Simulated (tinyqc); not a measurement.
## Non-linearity against on/off ratio

Worst-case read of an N x N array without selectors, ideal wires, unselected lines floating and all unselected cells in the low state with resistance K Ron: the sneak path is Rsn = K Ron [2/(N - 1) + 1/(N - 1)^2], in parallel with the selected cell Rc. A sense resistor Ron to ground gives Vout = Vr Ron/(Ron + Rc Rsn/(Rc + Rsn)); margin = [Vout(Rc = Ron) - Vout(Rc = ra Ron)]/Vr. Here N = 128; the columns give the margin for ra = 3, 100 and 5000.

Results:

| K | Rsn/Ron | margin, ra = 3 (%) | margin, ra = 100 (%) | margin, ra = 5000 (%) |
|---|---|---|---|---|
| 1 | 0.01581 | 0.01582 | 0.02361 | 0.02385 |
| 3 | 0.04743 | 0.1288 | 0.1941 | 0.1961 |
| 10 | 0.1581 | 1.046 | 1.621 | 1.639 |
| 30 | 0.4743 | 4.715 | 7.727 | 7.829 |
| 100 | 1.581 | 12.88 | 22.90 | 23.26 |
| 300 | 4.743 | 19.53 | 36.68 | 37.34 |
| 3000 | 47.43 | 24.35 | 47.51 | 48.44 |

Estimate the missing row, K = 1000.

Computed row:

| K | Rsn/Ron | margin, ra = 3 (%) | margin, ra = 100 (%) | margin, ra = 5000 (%) |
|---|---|---|---|---|
| 1000 | 15.81 | 23.14 | 44.71 | 45.57 |

With this row back in the table: At K = 1 the margin is 0.0158 % for ra = 3 and 0.0238 % for ra = 5000: an on/off ratio 1670 times larger gains a factor of only 1.51, because the sneak path (0.016 Ron) shunts the cell. Raising K to 3000 lifts the margin at ra = 100 from 0.0236 to 47.5 %.

Numbers from tinyqc (`OMP_NUM_THREADS=1 python tinyqc.py 2880025 2880026 out.jsonl`; about 0.02 s on one thread of a shared Intel Xeon 2.30GHz).
